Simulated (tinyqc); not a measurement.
Worked calculation: donors on two lattice sites with valley-orbit split states. Values are carried at full precision from step to step, so a last printed digit may differ when a step is redone from the rounded ones.

Each donor binds at most one electron, in any of its states. For a site s, W_s = sum over its states of g exp(E/kT), and the ionised share is 1/(1 + W_s exp(eta)), eta = (EF - Ec)/kT; n = Nc F_1/2(eta); neutrality n + NA = ND x (mean ionised share, the two sites in equal numbers); holes are neglected. Nc from N = 2 (m kB T/(4 pi c))^(3/2) with c = hbar^2/2m0, in 1/angstrom^3; times 1e24 for 1/cm^3, m = md. F_j(eta) = (1/Gamma(j + 1)) integral_0^infinity x^j dx/(1 + exp(x - eta)), which tends to exp(eta) for eta << 0.

Constants: hbar^2/2m0 = 3.80998211 eV angstrom^2; kB = 8.617333262e-05 eV/K.

Inputs chosen for the exercise (near those of nitrogen in 4H-SiC; not measured data):
- md = 0.829 m0 (density-of-states mass of the conduction band)
- E = (65.1, 57.2, 129, 84.1) meV (binding energies of h ground, h excited, k ground, k excited)
- g = (2, 4, 2, 4) (their degeneracies with spin)
- T = 200 K
- ND = 4.1e+18 1/cm^3 (donors, half on each site)
- NA = 7.4e+17 1/cm^3 (compensating acceptors, all ionised)
- mu0 = 42 cm^2/(V s) (mobility at heavy doping)
- mu1 = 921 cm^2/(V s) (mobility at light doping and 300 K)
- Nr = 2.1e+17 1/cm^3 (reference doping)
- de = 0.61 (doping exponent)
- ga = 2.4 (temperature exponent)

## Partition sums of the neutral donor

Give each term g exp(E/kT), W_s, and the effective degeneracy W_s exp(-E_ground/kT).

Nc = 1.0310e+19 1/cm^3

terms: h ground 87.39, h excited 110.5, k ground 3562, k excited 526.4

W_s: h 197.91, k 4088.3

effective degeneracy: h 4.529, k 2.296

The ground state alone would give 2 and all states together 6 on each site; here the excited states hold 56 % and 13 % of the bound electrons on the h and k sites.

## Neutrality

Solve for eta.

eta = -4.777
n = 8.66e+16 1/cm^3

ionised share: h 0.375, k 0.028

n is 0.026 of ND - NA. The deeper k site is ionised 0.08 times as much as the h site.

## Mobility and resistivity

Mobility (Caughey-Thomas form): mu = mu0 + (mu1 (T/300)^(-ga) - mu0)/(1 + ((ND + NA)/Nr)^de); rho = 1/(e n mu), e = 1.602176634e-19 C.

Compare with full ionisation, n = ND - NA.

mu = 349.9 cm^2/(V s)
rho = 0.206 ohm cm
rho at full ionisation = 0.00531 ohm cm

Incomplete ionisation raises rho by a factor 38.8.

## Checks

- n + NA against ND times the mean ionised share (1/cm^3): both 8.266e+17.

Run: tinyqc, `OMP_NUM_THREADS=1 python tinyqc.py 1680458 1680459 out.jsonl`; Intel(R) Xeon(R) Processor @ 2.30GHz, one thread, shared host; about 0.01 s of CPU time with all checks.
